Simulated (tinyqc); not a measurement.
## Resistance of a tapered via with liner, size effect and interface: via resistance against the diameter at the bottom

A round via whose diameter grows from db at the bottom as D(z) = db + 2 z/tan(ang). The fill, of diameter D - 2 tl, starts above the bottom liner (thickness fb tl) and has rho = rho0 (1 + ks lam/(D - 2 tl)); the sidewall liner conducts in parallel with it. The bottom liner and the interface are crossed over the full area pi db^2/4. Spreading in the lines above and below is left out.

Slices between z0 = fb tl and hv, evaluated at their midpoints: conductance per length pi/4 [(D - 2 tl)^2/rho + (D^2 - (D - 2 tl)^2)/rl], slice resistance = slice height over that. 2000 slices. R_fill = sum of the slices; R_bottom = rl fb tl/(pi db^2/4); R_interface = ri/(pi db^2/4); ballistic (Sharvin) limit 1/(Sb pi (db - 2 tl)^2/4); ideal cylinder rho0 hv/(pi db^2/4).

Values chosen for this exercise; fill metal close to copper: height hv = 51 nm; sidewall angle ang = 89 degrees; bulk resistivity of the fill rho0 = 1.67 uohm cm; mean free path of the fill lam = 39.5 nm; size-effect factor ks = 0.7; liner on the sidewall tl = 1.7 nm; liner at the bottom over that on the sidewall fb = 1; resistivity of the liner rl = 240 uohm cm; interface resistivity at the bottom ri = 3.8e-12 ohm cm^2; ballistic conductance per area, about 3/(4 rho0 lam) Sb = 1.1e15 S/m^2.

Results:
```
db (nm)	R_fill (ohm)	R_bottom (ohm)	R_interface (ohm)	R (ohm)	ballistic limit (ohm)	R over ideal cylinder	largest part
6	693.81	144.30	13.440	851.55	171.23	28.269	fill
8.3	174.10	75.407	7.0232	256.53	48.209	16.297	fill
11	60.664	42.932	3.9986	107.59	20.040	12.005	fill
16	17.372	20.292	1.8900	39.554	7.2908	9.3376	bottom liner
22	6.6264	10.733	0.99965	18.359	3.3457	8.1941	bottom liner
30	2.7688	5.7720	0.53759	9.0784	1.6359	7.5345	bottom liner
42	1.1391	2.9449	0.27428	4.3583	0.77686	7.0896	bottom liner
80	0.23650	0.81169	0.075599	1.1238	0.19727	6.6323	bottom liner
```

Estimate the missing row, db = 58 nm.

Computed row:
```
db (nm)	R_fill (ohm)	R_bottom (ohm)	R_interface (ohm)	R (ohm)	ballistic limit (ohm)	R over ideal cylinder	largest part
58	0.50893	1.5442	0.14383	2.1970	0.38827	6.8154	bottom liner
```

With this row back in the table: R falls from 852 to 1.12 ohm. The fill is the largest part at db = 6, the bottom liner from 16 on. R goes as db^(-3.70) between the first two rows and db^(-2.08) between the last two; area alone gives -2. For db = 22, 30, 42, 58, 80 the ballistic limit exceeds half of R_fill, so the diffusive model understates R.

Numbers from tinyqc (`OMP_NUM_THREADS=1 python tinyqc.py 2750079 2750080 out.jsonl`; about 0.01 s on one thread of a shared Intel Xeon 2.30GHz).
